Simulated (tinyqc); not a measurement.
MOS capacitor on a p-type substrate, surface potential from the exact charge relation: effect of the temperature on threshold and swing.

Uniform p-type substrate, Boltzmann statistics, full ionisation, classical densities. psi is the surface potential against the body (positive when the bands bend down) and u = psi/Vt. Traps are spread evenly over the gap and neutral at flat band, so their charge is -q Dit psi; the minority quasi-Fermi level is shifted by Vb.

Nc and Nv are given at 325 K and scale as (T/325 K)^1.5; Eg is held fixed. ni = sqrt(Nc Nv) exp(-Eg/(2 Vt)), Eg in volts; phiF = Vt ln(N/ni); Cox = eps0 eox/tox; Vfb = phiM - chi - (Eg - Vt ln(Nv/N)) - q Nf/Cox; VT = Vfb + [(2 phiF + Vb)(1 + q Dit/Cox) + sqrt(2 eps0 eps_r q N (2 phiF + Vb))/Cox]. gamma = sqrt(2 eps0 eps_r q N)/Cox; Wm = sqrt(2 eps0 eps_r (2 phiF + Vb)/(q N)); m = 1 + (eps0 eps_r/Wm + q Dit)/Cox; swing m Vt ln 10; Cmin/Cox = 1/(1 + Cox Wm/(eps0 eps_r)).

Parameters, values chosen for the exercise; band and dielectric values close to those of silicon: band gap Eg = 1.14 eV; relative permittivity eps_r = 11.7; conduction-band density of states at the reference temperature Nc = 3.19e19 cm^-3; valence-band density of states at the reference temperature Nv = 3.04e19 cm^-3; electron affinity chi = 4.07 eV; acceptor density of the substrate N = 2.7e15 cm^-3; relative permittivity of the gate insulator (close to silicon dioxide) eox = 3.9; insulator thickness tox = 6 nm; gate work function phiM = 4.59 eV; fixed charge at the interface, in units of q Nf = 0 cm^-2; density of interface traps Dit = 1.6e10 cm^-2 eV^-1; reverse bias of the inversion layer against the body Vb = 0 V.

Constants: q = 1.602176634e-19 C, kB = 1.380649e-23 J/K, Vt = kB T/q, eps0 = 8.8541878128e-14 F/cm where lengths are in cm. Results are converted to the units shown.

The same in every row: gamma (V^0.5) = 0.05202.

Effect of the temperature on threshold and swing:
```
T (K)  Vfb (V)  2 phiF (V)  VT (V)  Wm (nm)      m  swing (mV/decade)  Cmin/Cox
200    -0.4718      0.8427  0.4224    635.3  1.033              40.99   0.02755
240    -0.4365      0.7719  0.3846    608.0  1.034              49.24   0.02875
280    -0.4003      0.6994  0.3458    578.8  1.036              57.53   0.03016
320    -0.3634      0.6255  0.3060    547.3  1.037              65.87   0.03184
360    -0.3258      0.5502  0.2654    513.3  1.040              74.25   0.03388
400    -0.2877      0.4737  0.2240    476.3  1.042              82.72   0.03641
```

As T goes from 200 to 400, VT falls from 0.422 to 0.224 V, the swing rises from 41.0 to 82.7 mV/decade and Cmin/Cox rises from 0.0276 to 0.0364. Of the change of VT by -0.198 V, 0.184 V comes from Vfb and -0.383 V from the band bending and the charge it takes. VT changes by -0.992 mV/K on average.

Numbers from tinyqc (`OMP_NUM_THREADS=1 python tinyqc.py 2060055 2060056 out.jsonl`; about 0.01 s on one thread of a shared Intel Xeon 2.30GHz).
